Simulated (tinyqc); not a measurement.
Phonon-assisted absorption at an indirect gap: one step. Quantum efficiency of a diode. Four cases, with inputs chosen for the exercise.

Task: Evaluate the factors; 1 micrometre = 1e-4 cm.

Photodiode (Gaertner form with a dead layer): QE = (1 - R) exp(-alpha xj) [1 - exp(-alpha W)/(1 + alpha L)], R = ((nr - 1)/(nr + 1))^2; responsivity = QE/E in A/W for E in eV.

Case 1.

Values chosen (loosely those of Si at room temperature; Eg is not tied to T; the results hold for these values, not for the real material):
- E = 1.234 eV (photon energy)
- nr = 3.67 (refractive index)
- xj = 0.053 micrometre (dead layer at the surface)
- W = 0.89 micrometre (depleted width)
- L = 6.6 micrometre (minority diffusion length below it)

alpha = 10.3926 1/cm

Case 2.

Values chosen (loosely those of Si at room temperature; Eg is not tied to T; the results hold for these values, not for the real material):
- E = 1.457 eV (photon energy)
- nr = 3.63 (refractive index)
- xj = 0.13 micrometre (dead layer at the surface)
- W = 14 micrometre (depleted width)
- L = 4.6 micrometre (minority diffusion length below it)

alpha = 715.885 1/cm

Case 3.

Values chosen (loosely those of SiC at room temperature; Eg is not tied to T; the results hold for these values, not for the real material):
- E = 3.333 eV (photon energy)
- nr = 2.77 (refractive index)
- xj = 0.4 micrometre (dead layer at the surface)
- W = 1.6 micrometre (depleted width)
- L = 52 micrometre (minority diffusion length below it)

alpha = 4.91979 1/cm

Case 4.

Values chosen (loosely those of AlAs at room temperature; Eg is not tied to T; the results hold for these values, not for the real material):
- E = 2.65 eV (photon energy)
- nr = 3.07 (refractive index)
- xj = 0.33 micrometre (dead layer at the surface)
- W = 1.3 micrometre (depleted width)
- L = 120 micrometre (minority diffusion length below it)

alpha = 1905.37 1/cm

Give: passes the dead layer; collected share; QE; responsivity.

Result:

Case 1.

passes the dead layer = 0.9999
collected share = 0.0077
QE = 0.0052
responsivity = 0.0042 A/W

Without diffusion from below the collected share would be 0.0009.

Case 2.

passes the dead layer = 0.9907
collected share = 0.7239
QE = 0.4858
responsivity = 0.3334 A/W

Without diffusion from below the collected share would be 0.6329.

Case 3.

passes the dead layer = 0.9998
collected share = 0.0257
QE = 0.0200
responsivity = 0.0060 A/W

Without diffusion from below the collected share would be 0.0008.

Case 4.

passes the dead layer = 0.9391
collected share = 0.9673
QE = 0.6734
responsivity = 0.2541 A/W

Without diffusion from below the collected share would be 0.2194.

Computed by tinyqc, one run a case: `OMP_NUM_THREADS=1 python tinyqc.py N N+1 out.jsonl` with N = 1680218, 1680229, 1680366, 1680377; one thread of a shared Intel(R) Xeon(R) Processor @ 2.30GHz, about 0.01 s a run at most.
